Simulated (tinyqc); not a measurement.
Ellipsoidal valleys in the axes of a wafer and a channel: sweeps and comparisons. A value that a table varies takes the place of the one given here.

Valleys with axes a along x, y and z, one whole valley each; inverse mass tensor w = 1/mt + (1/ml - 1/mt) a a. Device axes: z = nz/|nz|, x = nx/|nx|, y = z cross x; in them a = (ax, ay, az). Confinement mass mz = 1/w_zz. In the plane w_ij is replaced by u_ij = w_ij - w_iz w_jz/w_zz (i, j = x, y); density-of-states mass md = 1/sqrt(det u); conductivity mass along x mc = 1/u_xx; ballistic transport mass mx = u_yy/det u, width mass my = 1/u_yy.

Hard walls: E_n = c (n pi/t)^2/mz, c = hbar^2/2m0, n = 1, 2, 3. Non-degenerate share of a valley proportional to md sum_n exp(-E_n/kT); mean 1/mc = sum of share/mc. 1 nm = 10 angstrom.

Constants: hbar^2/2m0 = 3.80998211 eV angstrom^2; kB = 8.617333262e-05 eV/K.

Parameters, chosen for this exercise (near those of the X valleys of AlAs; the results hold for these values, not for the real material):

| symbol | value | unit | meaning |
|---|---|---|---|
| ml | 1.14 | m0 | longitudinal mass |
| mt | 0.195 | m0 | transverse mass |
| t | 2.6 | nm | thickness of the film |
| T | 300 | K | temperature |
| nz | (1, 1, 0) |  | surface normal (confinement) |
| nx | (1, -1, 0) |  | channel direction |

## Wafer and channel orientation

For each face/channel: the lowest ladder (mz, number of valleys, md, E1, share) and the mean conductivity mass over all valleys.

Results:

| face/channel | mz | valleys | md | E1 (meV) | share | mean mc |
|---|---|---|---|---|---|---|
| (111)/[1-10] | 0.269 | 3 | 0.401 | 206.4 | 1.000 | 0.3154 |
| (110)/[001] | 0.333 | 2 | 0.361 | 167.0 | 0.993 | 0.1961 |
| (210)/[001] | 0.579 | 1 | 0.274 | 96.1 | 0.992 | 0.1952 |
| (112)/[11-1] | 0.436 | 1 | 0.315 | 127.6 | 0.972 | 0.4992 |
| (113)/[1-10] | 0.606 | 1 | 0.267 | 91.8 | 0.996 | 0.1954 |
| (001)/[110] | 1.140 | 1 | 0.195 | 48.8 | 0.999 | 0.1950 |
| (100)/[011] | 1.140 | 1 | 0.195 | 48.8 | 0.999 | 0.1950 |

The mean conductivity mass is lowest, 0.1950, for (001)/[110] and (100)/[011] and highest, 0.4992, for (112)/[11-1]; the bulk value is 0.2695. The confinement energy is lowest on the face with the heaviest mz ((001), 49 meV). The density of states of the lowest ladder, valleys times md, runs between 0.195 and 1.203; a small value limits the charge through the quantum capacitance. Rows with E1 above about 150 meV are beyond the parabolic range, and other valley families may lie lower.

## Thickness of the film

Share of the lowest ladder and mean conductivity mass.

Results:

| t (nm) | lowest E1 (meV) | spread of E1 (meV) | share of the lowest ladder | mean mc |
|---|---|---|---|---|
| 2.0 | 282.3 | 199.8 | 1.000 | 0.6670 |
| 3.0 | 125.5 | 88.8 | 0.979 | 0.6357 |
| 4.0 | 70.6 | 50.0 | 0.914 | 0.5519 |
| 5.0 | 45.2 | 32.0 | 0.841 | 0.4820 |
| 7.0 | 23.0 | 16.3 | 0.753 | 0.4174 |
| 10.0 | 11.3 | 8.0 | 0.710 | 0.3918 |
| 14.0 | 5.8 | 4.1 | 0.688 | 0.3800 |

The spread falls as 1/t^2 and passes kT = 25.9 meV between t = 5 and 7 nm; the share of the lowest ladder goes from 1.000 to 0.688 and the mean mass goes from 0.6670 to 0.3800, against 0.3693 for equal shares, the limit of a thick film (the bulk value 3/(1/ml + 2/mt) is 0.2695; the two differ since axes are tilted in the x-z plane and in a quantised film no valley carries current across it; once scattering blurs the subbands the bulk value returns). Three subbands a valley become too few once E3 nears kT. In the thinnest rows E1 (282 meV) is beyond the parabolic range.

## What each parameter does

Lowest E1, its share and the mean conductivity mass. Each row changes one parameter from the base and keeps the others.

Results:

| case | lowest E1 (meV) | share | mean mc (m0) |
|---|---|---|---|
| base | 167.03 | 0.9933 | 0.6568 |
| ml = 1.026 m0 | 169.74 | 0.9926 | 0.6011 |
| mt = 0.176 m0 | 182.43 | 0.9963 | 0.6513 |
| t = 2.34 nm | 206.21 | 0.9977 | 0.6638 |
| T = 330 K | 167.03 | 0.9899 | 0.6515 |

The largest shifts from the base row, up to three for each result and ties (the steps differ in size, so this ranks the rows, not the parameters). lowest E1 (meV): t +39.18, mt +15.40, ml +2.71; unchanged at the printed digits by T. share: t +0.0044, T -0.0034, mt +0.0030. mean mc (m0): ml -0.0558, t +0.0070, mt -0.0055.

Program tinyqc; command `OMP_NUM_THREADS=1 python tinyqc.py 1850245 1850246 out.jsonl`; about 0.01 s on one thread of a shared Intel(R) Xeon(R) Processor @ 2.30GHz.
